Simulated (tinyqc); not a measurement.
# Worked calculation: square on-chip spiral inductor, lumped pi model

tinyqc, about 0.01 s, one thread, Intel Xeon 2.30GHz (shared host): `OMP_NUM_THREADS=1 python tinyqc.py 2302087 2302088 out.jsonl` Printed values are rounded.

Outer diameter do = di + 2 n wd + 2 (n - 1) sp, mean da = (do + di)/2, fill p = (do - di)/(do + di), length l = 4 n da. L = 2.34 mu0 n^2 da/(1 + 2.75 p), mu0 = 4 pi 1e-7 H/m. Rs = rho l/(wd delta (1 - exp(-th/delta))), delta = sqrt(rho/(pi f mu0)). Cs = n wd^2 eps0 eo/hu across the coil. At each end Cox = l wd eps0 eo/(2 ho) leads to the substrate branch Rsi = 2 rs he/(l wd) in parallel with Csi = l wd eps0 11.7/(2 he). With one end grounded Y = 1/(Rs + i w L) + i w Cs + 1/[1/(i w Cox) + 1/(1/Rsi + i w Csi)], w = 2 pi f; Q = -Im Y/Re Y. Eddy currents in neighbouring turns and in the substrate are left out.

Parameters, values chosen for the exercise; values of the order met in silicon radio-frequency processes:

| symbol | value | unit | meaning |
|---|---|---|---|
| n | 4.5 |  | number of turns |
| wd | 4 | um | line width |
| sp | 1.5 | um | space between turns |
| di | 100 | um | inner diameter |
| th | 3 | um | metal thickness |
| rho | 1.9 | uohm cm | metal resistivity |
| ho | 3.1 | um | oxide below the coil |
| hu | 0.8 | um | oxide between coil and underpass |
| eo | 4.1 |  | relative permittivity of the oxide |
| rs | 10 | ohm cm | substrate resistivity |
| he | 80 | um | effective spreading depth in the substrate |
| f | 0.88 | GHz | frequency |

Constants: eps0 = 8.8541878128e-12 F/m. Results are converted to the units shown.

## Geometry and model elements

do, l, L, delta, Rs, Cs, Cox, Rsi and Csi as defined.

do = 146.5 um
l = 2218.500 um
L = 4.832232 nH
delta = 2.338598 um
Rs = 6.234649 ohm
Cs = 3.267195 fF
Cox = 51.95894 fF
Rsi = 1803.020 ohm
Csi = 5.745582 fF

Rs is 1.77 times the direct-current value in this empirical form, which overstates the skin effect of a flat slab when delta is near th and so stands in for some current crowding.

## Admittance, quality factor and apparent inductance

Series branch 1/(Rs + i w L), substrate branch, total Y, Q = -Im Y/Re Y, apparent inductance Im(1/Y)/w, metal-only value w L/Rs, share of the loss in the substrate Re(substrate branch)/Re Y.

series branch = 8.28257-35.49469i mS
substrate branch = 0.1118121+0.2229693i mS
Y = 8.39438-35.25366i mS
Q = 4.199673
apparent inductance = 4.854923 nH
w L/Rs = 4.285469
share of the loss in the substrate = 1.331987 %

Q is 98.0 % of the metal-only value.
